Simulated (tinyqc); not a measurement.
MOS structure on a p-type body, non-linear Poisson equation by Newton steps: two steps of the calculation.

One dimension, insulator interface at x = 0, acceptor density Na, uniform, net doping C = -(acceptor density). psi is counted from the intrinsic level: n = ni exp((psi - Vb)/Vt), p = ni exp(-psi/Vt); deep in the body psi_b = -Vt ln(Na/ni). The gate acts through Cox = eps0 eox/tox and has the potential psi_G = Vg - (phiM - chi - Vt ln(Nc/ni)). Boltzmann statistics, full ionisation, classical densities, no oxide or interface charge. Acceptors in real wide-gap material are deep and only partly ionised in the neutral body.

Parameters, values chosen for the exercise; band and dielectric values close to those of 4H silicon carbide:
- T = 300 K (temperature)
- Eg = 3.24 eV (band gap)
- Nc = 1.68e19 cm^-3 (conduction-band density of states at T)
- Nv = 2.48e19 cm^-3 (valence-band density of states at T)
- chi = 3.53 eV (electron affinity)
- eox = 25.1 (relative permittivity of the gate insulator (close to zirconium oxide))
- tox = 8.1 nm (insulator thickness)
- phiM = 4.18 eV (gate work function)
- Vb = 0 V (electron quasi-Fermi potential against the body)
- Vg = 1.2 V (gate voltage against the body)

Constants: q = 1.602176634e-19 C, kB = 1.380649e-23 J/K, Vt = kB T/q, eps0 = 8.8541878128e-14 F/cm where lengths are in cm. Results are converted to the units shown.

Problem 1. Newton step. Solve the tridiagonal system a_(i-1) d_(i-1) + b_i d_i + a_i d_(i+1) = -F_i for nodes 0 to 10, with d = 0 on fixed nodes. Each component d is damped to sign(d) Vt ln(1 + |d|/Vt) before it is added.

```
interval,coupling a_i (F/cm^2)
0,2.8067775e-5
1,1.5478553e-5
2,8.5398911e-6
3,4.7040964e-6
4,2.5908716e-6
5,1.4199549e-6
6,7.9437100e-7
7,4.3403776e-7
8,2.3989552e-7
9,1.3136244e-7
10,7.3220284e-8
```

```
node,diagonal b (F/cm^2),residual F (C/cm^2)
0,-3.0829143e-5,1.4344488e-6
1,-4.3575295e-5,-7.4885595e-10
2,-2.4038243e-5,-5.1184182e-10
3,-1.3250184e-5,-1.6019501e-10
4,-7.2954474e-6,-1.2393588e-11
5,-4.0108297e-6,-8.2239174e-14
6,-2.2143259e-6,~0
7,-1.2284088e-6,~0
8,-6.7393328e-7,~0
9,-3.7125804e-7,-4.1445735e-9
10,-1.0749312e-5,6.1491532e-8
```

```
node,psi at the start (V)
0,1.4990943
1,1.4851426
2,1.4599265
3,1.4144950
4,1.3329163
5,1.1877593
6,0.9327437
7,0.5085706
8,-0.1625433
9,-1.0309884
10,-1.4990943
11,-1.4990943
```

Find: Newton step d, before damping; psi after iteration 1.

Solution 1.

```
node,"Newton step d, before damping (V)"
0,0.49789
1,0.49577
2,0.49290
3,0.48889
4,0.48230
5,0.47043
6,0.44876
7,0.41004
8,0.33916
9,0.21093
10,0.00830
```

```
node,psi after iteration 1 (V)
0,1.5769
1,1.5628
2,1.5375
3,1.4918
4,1.4099
5,1.2641
6,1.0080
7,0.5816
8,-0.0941
9,-0.9737
10,-1.4919
11,-1.4991
```

Problem 2. Converged densities and sheet charges. n and p as above; box widths w_i (half boxes at both ends); band bending psi_0 - psi_b; N_inv = sum w n; N_dep = -sum w (p + C); centroid sum w n x/N_inv; gate charge Cox (psi_G - psi_0)/q.

```
node,x (nm),converged psi (V),net doping C (cm^-3)
0,0,1.6757254,-1.9e17
1,0.3,1.6430045,-1.9e17
2,0.844,1.6054624,-1.9e17
3,1.83,1.5543846,-1.9e17
4,3.62,1.4701801,-1.9e17
5,6.87,1.3212231,-1.9e17
6,12.8,1.0592841,-1.9e17
7,23.4,0.6227353,-1.9e17
8,42.8,-0.0710284,-1.9e17
9,77.9,-0.9804534,-1.9e17
10,142,-1.4918465,-1.9e17
11,257,-1.4990943,-1.9e17
```

ni = 1.2447390e-8 cm^-3

Wanted: n; p; band bending; N_inv; N_dep; centroid of the electrons; gate charge over q.

Solution 2.

```
node,n (cm^-3),p (cm^-3)
0,1.762e20,8.793e-37
1,4.970e19,3.118e-36
2,1.163e19,1.332e-35
3,1.613e18,9.607e-35
4,6.209e16,2.495e-33
5,1.953e14,7.934e-31
6,7.767e9,1.995e-26
7,360.2,4.301e-19
8,7.977e-10,1.942e-7
9,4.209e-25,3.681e8
10,1.079e-33,1.435e17
11,8.155e-34,1.900e17
```

band bending = 3.175 V
N_inv = 5.870e12 cm^-2
N_dep = 2.505e12 cm^-2
centroid of the electrons = 0.3147 nm
gate charge over q = 8.378e12 cm^-2

N_inv + N_dep is 0.040 % below the gate charge.

Range of the model: On a fine mesh the surface electron density exceeds 0.3 Nc, so degeneracy and confinement would lower the charge and push it away from the interface.

Computed by the program tinyqc: `OMP_NUM_THREADS=1 python tinyqc.py 2080106 2080107 out.jsonl`, one thread of a shared Intel Xeon 2.30GHz, about 0.5 s for the whole run.

~0 in a residual or rate marks an entry under 1e-11 of the largest of its column.
